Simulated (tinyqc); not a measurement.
Inside a calculation. Model: MOS inversion layer, Poisson-Schroedinger loop.

Program tinyqc, `OMP_NUM_THREADS=1 python tinyqc.py 2160009 2160010 out.jsonl`; Intel Xeon 2.30GHz, shared host, one thread, about 0.8 s. Printed values are rounded.

Electrons confined at an insulator interface at z = 0, treated as a hard wall; parabolic valleys, Hartree approximation, no image or exchange terms. The depletion charge lies far deeper than the electrons and gives a uniform field q Nd/(eps0 eps_r); the gate balances all charge. Energies are counted from the band edge at the interface.

Parameters, values chosen for the exercise; masses and permittivity close to those of silicon (110):

| symbol | value | unit | meaning |
|---|---|---|---|
| T | 200 | K | temperature |
| eps_r | 11.7 |  | relative permittivity |
| mz1 | 0.314 | m0 | mass along z of valley set A (4 valley(s)) |
| md1 | 0.33 | m0 | in-plane density-of-states mass of set A |
| mz2 | 0.19 | m0 | mass along z of valley set B (2 valley(s)) |
| md2 | 0.409 | m0 | in-plane density-of-states mass of set B |
| Ns | 3.9e11 | cm^-2 | sheet density of electrons |
| Nd | 4.1e11 | cm^-2 | sheet density of depletion charge |
| dE | 0 | eV | extra shift of set B (strain) |
| hz | 1.2 | nm | mesh step |
| a | 0.5 |  | mixing factor |

Constants: q = 1.602176634e-19 C, kB = 1.380649e-23 J/K, hbar = 1.054571817e-34 J s, m0 = 9.1093837015e-31 kg, Vt = kB T/q, eps0 = 8.8541878128e-14 F/cm where lengths are in cm, hbar^2/(2 m0) = 0.0380998212 eV nm^2. Results are converted to the units shown.

## Fixed part of the potential

z, node 1 to 18 (nm): 1.2  2.4  3.6  4.8  6  7.2  8.4  9.6  10.8  12  13.2  14.4  15.6  16.8  18  19.2  20.4  21.6

V0 = q Nd z/(eps0 eps_r) in eV.

fixed potential V0, node 1 to 18 (eV): 0.007609  0.015218  0.022828  0.030437  0.038046  0.045655  0.053265  0.060874  0.068483  0.076092  0.083702  0.091311  0.098920  0.106529  0.114139  0.121748  0.129357  0.136966

## Round 1: levels and probability densities

self-consistent potential U at the start, node 1 to 18 (eV): 0  0  0  0  0  0  0  0  0  0  0  0  0  0  0  0  0  0

Tridiagonal Hamiltonian with psi = 0 one step beyond both ends: H_ii = C (1/m_(i-1/2) + 1/m_(i+1/2))/hz^2 + V0_i + U_i (+ dE for the set B), H_(i,i+1) = -C/(m_(i+1/2) hz^2), C = hbar^2/(2 m0). The lowest 2 level(s) of each valley set are kept, normalised to hz sum |psi|^2 = 1. The mass is the same on all intervals.

levels (eV): A1 0.0393435, A2 0.0683531, B1 0.0466206, B2 0.0811534

```
node  |psi|^2 of A1 (1/nm)  |psi|^2 of A2 (1/nm)  |psi|^2 of B1 (1/nm)  |psi|^2 of B2 (1/nm)
1                 0.069305              0.064779              0.042966              0.041041
2                 0.182644              0.105986              0.127090              0.088912
3                 0.220073              0.036596              0.180896              0.063802
4                 0.175494              0.002145              0.177638              0.010242
5                 0.105261              0.069212              0.135896              0.007576
6                 0.050609              0.148402              0.085915              0.061674
7                 0.020261              0.162899              0.046463              0.119949
8                 0.006928              0.122299              0.021986              0.140602
9                 0.002060              0.070107              0.009250              0.121798
10                0.000540              0.032490              0.003502              0.084837
11                0.000126              0.012607              0.001204              0.049708
12                0.000027              0.004194              0.000379              0.025192
13                0.000005              0.001217              0.000110              0.011249
14                0.000001              0.000312              0.000029              0.004481
15                0.000000              0.000071              0.000007              0.001601
16                0.000000              0.000015              0.000002              0.000509
17                0.000000              0.000003              0.000000              0.000137
18                0.000000              0.000000              0.000000              0.000024
```

## Round 1: Fermi level and occupations

Level k holds N_k = D_k Vt ln(1 + exp((EF - E_k)/Vt)) with D = 4 md1 m0 q/(pi hbar^2) for the set A, D = 2 md2 m0 q/(pi hbar^2) for the set B per eV (spin included); EF is fixed by sum N_k = Ns.

EF = -0.0241182 eV
N_k (cm^-2): A1 2.36211e11, A2 4.43289e10, B1 9.63730e10, B2 1.30871e10

## Round 1: density, output potential and mixing

n_i = sum_k N_k |psi_k|^2 (converted to cm^-3). Hartree part by Gauss: on the interval before node i the electrons still beyond are S_i = Ns - hz sum_(j<i) n_j, and U_i = U_(i-1) + q S_i hz/(eps0 eps_r) in eV, U_0 = 0 at the interface. Mixing: U(new) = U + a (U(out) - U).

```
node  n (1e17 cm^-3)  U(out) (eV)  U after round 1 (eV)
1            2.39200    0.0072381             0.0036190
2            6.12524    0.0139434             0.0069717
3            7.18744    0.0192846             0.0096423
4            5.88021    0.0230250             0.0115125
5            4.11278    0.0254559             0.0127280
6            2.76198    0.0269709             0.0134854
7            1.80545    0.0278707             0.0139353
8            1.10167    0.0283684             0.0141842
9            0.60799    0.0286208             0.0143104
10           0.30157    0.0287378             0.0143689
11           0.13553    0.0287876             0.0143938
12           0.05584    0.0288072             0.0144036
13           0.02129    0.0288144             0.0144072
14           0.00755    0.0288169             0.0144084
15           0.00249    0.0288176             0.0144088
16           0.00075    0.0288179             0.0144089
17           0.00019    0.0288179             0.0144090
18           0.00003    0.0288179             0.0144090
```

## Course of the self-consistent loop

Start from U = 0. Stop when the largest |U(out) - U| is below 1e-7 eV, or after 60 rounds. From round 2 on: Anderson mixing of depth m keeps the last m inputs V and residuals F = V(out) - V(in), fits c by least squares to F = dF c over their successive differences dF, dV, and sets V(new) = V + a F - (dV + a dF) c. Here m = 4.

Course of the iteration:
```
round  level A1 (eV)      EF (eV)  largest |U(out) - U| (eV)
1          0.0393435   -0.0241182                     0.0288
2          0.0488566   -0.0140058                     0.0124
3          0.0565110  -0.00592761                    6.52e-4
4          0.0570570  -0.00541445                    3.94e-5
5          0.0570747  -0.00540219                    8.38e-6
6          0.0570735  -0.00540276                    6.76e-8
```

Converged in 6 rounds.

## Converged levels, occupations and centroid

converged U, node 1 to 18 (eV): 0.0072380  0.0137088  0.0184730  0.0215261  0.0233635  0.0244385  0.0250420  0.0253588  0.0255120  0.0255803  0.0256084  0.0256192  0.0256230  0.0256243  0.0256247  0.0256248  0.0256249  0.0256249

Solve for the levels with V0 + U, find EF, n_i = sum_k N_k |psi_k|^2 (in cm^-3); share of each level N_k/Ns; centroid sum n z/sum n.

levels (eV): A1 0.057074, A2 0.090091, B1 0.066069, B2 0.103727
EF = -0.00540276 eV
shares (%): A1 64.0844, A2 9.5414, B1 23.6909, B2 2.6832
n, node 1 to 18 (in units of 1e17 cm^-3): 3.44562  7.66254  7.68282  5.45845  3.42366  2.11703  1.28747  0.73434  0.38168  0.18013  0.07782  0.03109  0.01156  0.00401  0.00129  0.00038  0.00010  0.00002
centroid = 4.24836 nm

An 800-node mesh to 36 nm with 8 levels a set gives A1 = 0.05772 eV, EF = -0.005196 eV and a centroid of 4.514 nm; the levels kept above hold 96.7 % of the electrons there. The coarse centroid is 5.9 % below the fine one.

## Closed-form estimates

Triangular well: E_k = a_k (C F^2/mz)^(1/3), a_1 = 2.338107, a_2 = 4.087949, C = hbar^2/(2 m0), F in eV/nm. Fang-Howard (all electrons in the lowest level of set A): b^3 = 6 (mz1/C) q (Nd + 11 Ns/32)/(eps0 eps_r), centroid 3/b, level C b^2/(4 mz1) + (3/b) q (Nd + 11 Ns/16)/(eps0 eps_r). Use F = q (Nd + Ns)/(eps0 eps_r), the surface field, and F = q (Nd + Ns/2)/(eps0 eps_r).

A1 with the surface field = 0.0619212 eV
A1 with Nd + Ns/2 = 0.0513984 eV
A2 with Nd + Ns/2 = 0.0898650 eV
b = 0.746553 1/nm
Fang-Howard centroid = 4.01847 nm
Fang-Howard level = 0.0590515 eV

Against the self-consistent A1 = 0.05772 eV on a fine mesh, the surface-field estimate is 7.3 % above it, the half-charge one 11 % below it and Fang-Howard 2.3 % above it. A1 holds 62.5 % of the electrons, and the Fang-Howard centroid is 11 % below the full one.
